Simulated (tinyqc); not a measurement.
Implant damage, amorphisation by cascade overlap, and solid-phase epitaxial regrowth: one step, computed by the program tinyqc.

Range and width of the damage are inputs. Dynamic annealing enters only through the surviving share f.

Problem. Isothermal regrowth. v = v0 x orientation factor x exp(-E_a/(k_B T)) x [1 + (enhancement - 1) exp(-(z - R_d)^2/(2 s_d^2))], T = anneal temperature + 273.15 K; the dopant is taken to follow the damage profile; the lower front moves from the lower edge z2 to the surface, or to the middle (z1 + z2)/2 of a buried layer with upper edge z1; time = int dz/v; the equivalent undoped distance is that time times the undoped velocity.

Inputs (values chosen for the exercise, modelled on phosphorus ions in silicon): depth of the damage peak R_d = 32 nm; width of the damage profile s_d = 17 nm; regrowth prefactor v0 = 5.8e+15 nm/s; regrowth energy E_a = 2.72 eV; anneal temperature = 713 C; rate relative to (100) = 1; peak enhancement by the dopant = 8.9.

lower edge = 71.76290 nm

upper edge = 0 nm

Constants: k_B = 8.617333262e-05 eV/K.

Give: undoped velocity; distance to regrow; time without enhancement; equivalent undoped distance; time with enhancement.

Solution.

undoped velocity = 72.90 nm/s

distance to regrow = 71.76 nm

time without enhancement = 0.9844 s

equivalent undoped distance = 16.93 nm

time with enhancement = 0.2322 s

The rate doubles for each 21 K or so near this temperature.
